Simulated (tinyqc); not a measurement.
# AlGaN/GaN HEMT with access regions, lumped model, step by step

tinyqc, about 0.03 s, one thread, Intel Xeon 2.30GHz (shared host): `OMP_NUM_THREADS=1 python tinyqc.py 2570164 2570165 out.jsonl` Printed values are rounded.

A polarisation-induced electron sheet under a Schottky gate, in series with two ungated access regions and contacts. Drift law v = mu E/(1 + mu E/vs) under the gate. Currents in mA/mm, resistances in ohm mm. No self-heating, no channel-length modulation; fits for polarisation, barrier and offset are chosen for the exercise.

Inputs (values chosen for the exercise); values close to those of AlGaN/GaN structures: aluminium share of the barrier x = 0.27; barrier thickness d = 20 nm; relative permittivity of barrier and channel eps_r = 9.2; channel mobility mu = 1500 cm^2/(V s); saturation velocity vs = 1.2e7 cm/s; gate length Lg = 0.5 um; source access length Ls = 0.5 um; drain access length Ld = 2 um; resistance of each contact Rc = 0.38 ohm mm; share of the drain-access electrons removed by traps ft = 0; gate voltage Vg = -1 V; drain voltage Vd = 10 V; critical field Ec = 2.5 MV/cm; depth over which the depleted charge spreads te = 0.26 um; insulator under the field plate tf = 200 nm; relative permittivity of that insulator ei = 7.

Constants: q = 1.602176634e-19 C, eps0 = 8.8541878128e-14 F/cm where lengths are in cm. Results are converted to the units shown.

## Polarisation charge, threshold and sheet resistance

sigma = (5e13 x + 1.6e13 x^2) cm^-2, phiB = 0.84 + 1.3 x, dEc = 0.7 (1.71 x + x^2) in volts, Cb = eps0 eps_r/d, VT = phiB - dEc - q sigma/Cb, access density n0 = -Cb VT/q. Rsh = 1/(q mu n0); largest access current q n0 vs.

sigma = 1.466640e13 cm^-2
Cb = 0.4072926 uF/cm^2
VT = -4.952576 V
n0 = 1.259005e13 cm^-2
Rsh = 330.4997 ohm
q n0 vs = 2420.577 mA/mm

## Iteration 1: drain current

I at the start = 820 mA/mm

Access resistance R(L, n) = L/(q mu n sqrt(1 - (I/(q n vs))^2)); Rs = Rc + R(Ls, n0), Rd = Rc + R(Ld, (1 - ft) n0). Vg' = Vg - I Rs, Vd' = Vd - I (Rs + Rd); with u = Vg' - VT, Vc = vs Lg/mu and w the smaller of Vd' and Vc [sqrt(1 + 2 u/Vc) - 1] (0 if negative), the channel gives (mu Cb/Lg)(u w - w^2/2)/(1 + w/Vc). I(new) is that channel current.

Rs = 0.5556347 ohm mm
Rd = 1.082539 ohm mm
Vg' = -1.455620 V
Vd' = 8.656698 V
channel current = 1064.108 mA/mm
I after iteration 1 = 1064.108 mA/mm

## Iteration 2: drain current

As before.

Rs = 0.5639811 ohm mm
Rd = 1.115924 ohm mm
Vg' = -1.600137 V
Vd' = 8.212398 V
channel current = 1010.068 mA/mm
I after iteration 2 = 1010.068 mA/mm

## Course of the iteration: drain current

Stop when I changes by less than 1e-6 mA/mm, or after 60 iterations. I must stay below q (1 - ft) n0 vs.

Course of the iteration:
```
iteration,I (mA/mm),|change| (mA/mm)
1,1064.108,244
2,1010.068,54.0
3,1022.245,12.2
4,1019.514,2.73
5,1020.127,0.613
6,1019.989,0.138
7,1020.020,0.0309
8,1020.013,6.94e-3
9,1020.015,1.56e-3
10,1020.014,3.50e-4
11,1020.015,7.86e-5
12,1020.014,1.76e-5
13,1020.014,3.96e-6
14,1020.014,8.89e-7
```

Converged in 14 iterations. At the end each change is about 0.22 times the one before, with alternating sign: linear convergence. Of Vd, 83.0 % reaches the channel; the access current is 42 % of its limit.

## On-resistance and breakdown

sigma = (5e13 x + 1.6e13 x^2) cm^-2, phiB = 0.84 + 1.3 x, dEc = 0.7 (1.71 x + x^2) in volts, Cb = eps0 eps_r/d, VT = phiB - dEc - q sigma/Cb, access density n0 = -Cb VT/q. Ron = 2 Rc + Ls/(q mu n0) + Ld/(q mu (1 - ft) n0) + Lg/(mu Cb (Vg - VT)). Off state: a depleted stretch that holds the voltage V has the peak field sqrt(k V), k = 2 q n0/(eps0 eps_r te), so one edge holds V1 = Ec^2/k. The sheet under the plate pinches off at Vf = q n0 (1/Cb + tf/(eps0 ei)); beyond it the gate edge is screened. BV = V1 if Vf >= V1, else Vf + V1, and at most Ec Ld. Specific resistance Ron (Ls + Lg + Ld); figure of merit BV^2 over it.

Ron = 1.793307 ohm mm
Vf = 70.04358 V
V1 = 32.81121 V
BV = 32.81121 V
specific resistance = 0.05379921 mohm cm^2
figure of merit = 20.01099 MW/cm^2

The plate pinches off too late to screen the gate edge, so it adds nothing.
